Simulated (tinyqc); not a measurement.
Capacitance measurement on a leaky thin oxide: effects of series resistance and leakage: one step of the calculation.

The device is a capacitance C in parallel with a leakage conductance G, in series with Rs and Ls. An impedance meter reports either a parallel pair (Cp, Gp) from Y = 1/Z = Gp + i w Cp or a series pair (Cs, Rm) from Z = Rm + 1/(i w Cs); w = 2 pi f, dissipation D = Gp/(w |Cp|).

Problem. True capacitance and conductance. EOT = 3.9 tox/eox; CET = EOT + zc + zp; C = 3.9 eps0 A/CET; G = Jg A/Vs.

Inputs (values chosen for the exercise); values of the order met in thin-oxide MOS capacitors:
- eox = 7.45 (relative permittivity of the gate insulator (close to silicon nitride))
- tox = 3.2 nm (insulator thickness)
- A = 100 um^2 (gate area)
- zc = 0.57 nm (oxide-equivalent thickness added by the accumulation layer)
- zp = 0.21 nm (oxide-equivalent thickness added by gate depletion)
- Jg = 2.4 A/cm^2 (gate leakage current density, not matched to the thickness)
- Vs = 0.26 V (voltage for an e-fold rise of the leakage)

Constants: eps0 = 8.8541878128e-14 F/cm where lengths are in cm. Results are converted to the units shown.

Find: EOT; CET; C; G.

Solution.

EOT = 1.675 nm
CET = 2.455 nm
C = 1.406 pF
G = 9.231 uS

Numbers from tinyqc (`OMP_NUM_THREADS=1 python tinyqc.py 2022034 2022035 out.jsonl`; about 0.01 s on one thread of a shared Intel Xeon 2.30GHz).
